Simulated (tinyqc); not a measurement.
Domain walls in a thin film with perpendicular anisotropy: Bloch, Neel and chiral walls, motion and stripe domains: one step, computed by the program tinyqc. Command: `OMP_NUM_THREADS=1 python tinyqc.py 3005655 3005656 out.jsonl mwall walk`. One thread of a shared host (Intel(R) Xeon(R) Processor @ 2.30GHz), about 0.01 s of CPU time with the checks.

One-dimensional wall: polar angle theta(x), azimuth phi of the moment in the wall (phi = 0 Neel, 90 degrees Bloch). mu_0 = 1.25663706212e-6 T m/A, gamma = 1.76085963023e11 rad/(s T).

Question. Bloch or Neel. sigma(phi) = sigma_0 + 2 Delta K_D cos^2(phi) - pi D cos(phi), with the wall shape anisotropy K_D = N_x mu_0 M_s^2/2, N_x = t ln 2/(pi Delta). The minimum has cos(phi) = D/D_N for D < D_N = 4 Delta K_D/pi and phi = 0 beyond; sigma turns negative at D_c = (sigma_0 + 2 Delta K_D)/pi.

Inputs (values chosen for the exercise, for a model film): saturation magnetisation M_s = 1230 kA/m; DMI constant D = 0.064 mJ/m^2; thickness t = 2.2 nm.

width parameter Delta = 10.01270 nm

sigma_0 = 9.188330 mJ/m^2

Give: K_D; D_N; azimuth phi; wall energy sigma; D_c.

Answer.

K_D = 46.08 kJ/m^3

D_N = 0.5875 mJ/m^2

azimuth phi = 83.75 degrees

wall energy sigma = 9.177 mJ/m^2

D_c = 3.218 mJ/m^2

A mixed wall, between Bloch and Neel. D is 0.02 of D_c.
